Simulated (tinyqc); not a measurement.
MOS inversion layer, Poisson-Schroedinger loop: effect of the sheet density of depletion charge.

Electrons confined at an insulator interface at z = 0, treated as a hard wall; parabolic valleys, Hartree approximation, no image or exchange terms. The depletion charge lies far deeper than the electrons and gives a uniform field q Nd/(eps0 eps_r); the gate balances all charge. Energies are counted from the band edge at the interface.

Schroedinger equation -(C/mz) psi'' + (V0 + U + dE for set B) psi = E psi, C = hbar^2/(2 m0), psi(0) = 0, on a uniform mesh of 800 nodes with a far wall at 77 nm, 8 levels a set; V0 = q Nd z/(eps0 eps_r); dU/dz = q (Ns - integral of n from 0 to z)/(eps0 eps_r), U(0) = 0; N_k = g md m0 q Vt/(pi hbar^2) ln(1 + exp((EF - E_k)/Vt)), g the number of valleys of the set, sum N_k = Ns. Triangular well: E_k = a_k (C F^2/mz)^(1/3), a_1 = 2.338107, a_2 = 4.087949, C = hbar^2/(2 m0), F in eV/nm. Fang-Howard (all electrons in the lowest level of set A): b^3 = 6 (mz1/C) q (Nd + 11 Ns/32)/(eps0 eps_r), centroid 3/b, level C b^2/(4 mz1) + (3/b) q (Nd + 11 Ns/16)/(eps0 eps_r). The centroid adds 3.9 z_av/eps_r to an oxide-equivalent thickness.

Inputs (values chosen for the exercise); masses and permittivity close to those of germanium (111): temperature T = 400 K; relative permittivity eps_r = 16.2; mass along z of valley set A (1 valley(s)) mz1 = 1.62 m0; in-plane density-of-states mass of set A md1 = 0.0818 m0; mass along z of valley set B (3 valley(s)) mz2 = 0.0905 m0; in-plane density-of-states mass of set B md2 = 0.346 m0; sheet density of electrons Ns = 2.7e12 cm^-2; extra shift of set B (strain) dE = 0 eV.

Constants: q = 1.602176634e-19 C, kB = 1.380649e-23 J/K, hbar = 1.054571817e-34 J s, m0 = 9.1093837015e-31 kg, Vt = kB T/q, eps0 = 8.8541878128e-14 F/cm where lengths are in cm, hbar^2/(2 m0) = 0.0380998212 eV nm^2. Results are converted to the units shown.

Effect of the sheet density of depletion charge:
columns A: Nd (cm^-2); B: A1 (meV); C: B1 (meV); D: EF (meV); E: share of A1 (%); F: share of set A (%); G: centroid z_av (nm); H: added oxide equivalent (nm); I: Fang-Howard centroid (nm)
```
A          B    C     D     E     F     G      H     I
1e11    63.1  138  49.0  22.2  41.4  6.95   1.67  2.10
1.7e11  64.2  141  51.7  23.1  42.5  6.28   1.51  2.05
3.1e11  66.2  145  57.0  24.8  44.8  5.37   1.29  1.97
5.3e11  69.3  152  64.8  27.5  47.9  4.51   1.09  1.87
9.4e11  75.0  166  78.1  32.2  53.0  3.64  0.875  1.72
1.6e12  83.8  189  97.3  39.6  60.1  2.90  0.697  1.55
2.9e12   100  232   129  52.5  71.9  2.14  0.516  1.35
5e12     125  297   171  69.0  85.6  1.53  0.368  1.17
```

As Nd goes from 1e11 to 5e12, A1 rises from 63.1 to 125 meV, the share of A1 rises from 22.2 to 69.0 % and the centroid falls from 6.95 to 1.53 nm. A1 goes as Nd^(0.40) between the last two rows (a triangular well in the field of that charge alone gives 2/3). EF lies more than 2 meV above A1 for Nd = 9.4e11, 1.6e12, 2.9e12, 5e12. The Fang-Howard centroid is 70 % below the full one in the first row, where A1 holds 22.2 %, and 24 % below it in the last, where A1 holds 69.0 %. For Nd = 1e11, 1.7e11, 3.1e11, 5.3e11 the eighth level of a set still holds over 0.4 % of the electrons, so more levels and a farther wall would raise the centroid.

Program tinyqc, `OMP_NUM_THREADS=1 python tinyqc.py 2160016 2160017 out.jsonl`; Intel Xeon 2.30GHz, shared host, one thread, about 0.9 s.
